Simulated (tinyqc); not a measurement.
# Worked calculation: capacitance measurement on a leaky thin oxide: effects of series resistance and leakage

Computed by the program tinyqc: `OMP_NUM_THREADS=1 python tinyqc.py 2022027 2022028 out.jsonl`, one thread of a shared Intel Xeon 2.30GHz, about 0.01 s for the whole run. Printed values are rounded.

The device is a capacitance C in parallel with a leakage conductance G, in series with Rs and Ls. An impedance meter reports either a parallel pair (Cp, Gp) from Y = 1/Z = Gp + i w Cp or a series pair (Cs, Rm) from Z = Rm + 1/(i w Cs); w = 2 pi f, dissipation D = Gp/(w |Cp|).

Values chosen for this exercise; values of the order met in thin-oxide MOS capacitors: relative permittivity of the gate insulator (close to hafnium oxide) eox = 22; insulator thickness tox = 4.8 nm; gate area A = 2500 um^2; oxide-equivalent thickness added by the accumulation layer zc = 0.39 nm; oxide-equivalent thickness added by gate depletion zp = 0 nm; gate leakage current density, not matched to the thickness Jg = 0.082 A/cm^2; voltage for an e-fold rise of the leakage Vs = 0.41 V; series resistance Rs = 54 ohm; series inductance Ls = 0 nH; measuring frequency f = 1e6 Hz.

Constants: eps0 = 8.8541878128e-14 F/cm where lengths are in cm. Results are converted to the units shown.

## True capacitance and conductance

EOT = 3.9 tox/eox; CET = EOT + zc + zp; C = 3.9 eps0 A/CET; G = Jg A/Vs.

EOT = 0.850909 nm
CET = 1.24091 nm
C = 69.5686 pF
G = 5 uS

## What the meter reports

Z = Rs + i w Ls + 1/(G + i w C).

Z = 80.17-2287.44i ohm
Cp = 69.4924 pF
Gp = 15.3022 uS
Cs = 69.5777 pF
D = 0.0350459

Cp is 0.11 % below C and Cs is 0.013 % above it; G Rs = 2.70e-4, w C Rs = 0.0236 and G/(w C) = 0.0114.
